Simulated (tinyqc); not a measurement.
Phonon-assisted absorption at an indirect gap, step by step. Values are carried at full precision from step to step, so a last printed digit may differ when a step is redone from the rounded ones.

alpha(E) = sum_j A_j [N_j (E - Eg + w_j)^2 + (N_j + 1)(E - Eg - w_j)^2], each bracket counted only where its base is positive; N_j = 1/(exp(w_j/kB T) - 1). The first term absorbs a phonon and the second emits one; excitons and direct transitions are left out.

Constants: kB = 8.617333262e-05 eV/K.

Inputs chosen for the exercise (loosely those of Si at room temperature; Eg is not tied to T; shifted at random, so the results belong to these values and not to a real crystal): Eg = 1.098 eV (indirect gap, held fixed unless listed); w = (55.3, 18.2) meV (two zone-edge phonons); A = (3200, 750) 1/(cm eV^2) (their strengths); T = 300 K; E = 1.387 eV (photon energy); nr = 3.54 (refractive index); d = 52 micrometre (thickness); xj = 0.11 micrometre (dead layer at the surface); W = 7.5 micrometre (depleted width); L = 180 micrometre (minority diffusion length below it).

## The four branches at one energy

Evaluate the occupations and each term.

N_j: [0.1335, 0.9786]

terms with phonon absorption (1/cm): [50.63, 69.27]

terms with phonon emission (1/cm): [198.1, 108.8]

alpha = 426.8 1/cm
wavelength hc/E (hc = 1239.841984 eV nm) = 893.9 nm

Phonon absorption supplies 28.1 % of alpha; the depth 1/alpha is 23.4 micrometre.

## What a slab does with it

Slab of thickness d in air, incoherent passes: R = ((nr - 1)/(nr + 1))^2, x = exp(-alpha d); transmitted Tr = (1 - R)^2 x/(1 - R^2 x^2), reflected Rt = R + (1 - R)^2 R x^2/(1 - R^2 x^2), absorbed Ab = (1 - R)(1 - x)/(1 - R x).

d in cm is 1e-4 times the value in micrometres.

R = 0.3130
x = 0.1087
Tr = 0.0513
Rt = 0.3148
Ab = 0.6339

A single pass would absorb (1 - R)(1 - x) = 0.6123; the back face adds 0.0216.

## Quantum efficiency of a diode

Photodiode (Gaertner form with a dead layer): QE = (1 - R) exp(-alpha xj) [1 - exp(-alpha W)/(1 + alpha L)], R = ((nr - 1)/(nr + 1))^2; responsivity = QE/E in A/W for E in eV.

Evaluate the factors; 1 micrometre = 1e-4 cm.

passes the dead layer = 0.9953
collected share = 0.9164
QE = 0.6266
responsivity = 0.4518 A/W

Without diffusion from below the collected share would be 0.2739.

## Checks

- Tr + Rt + Ab against 1: both 1.000000.

Program tinyqc; command `OMP_NUM_THREADS=1 python tinyqc.py 1681535 1681536 out.jsonl`; about 0.01 s on one thread of a shared Intel(R) Xeon(R) Processor @ 2.30GHz.
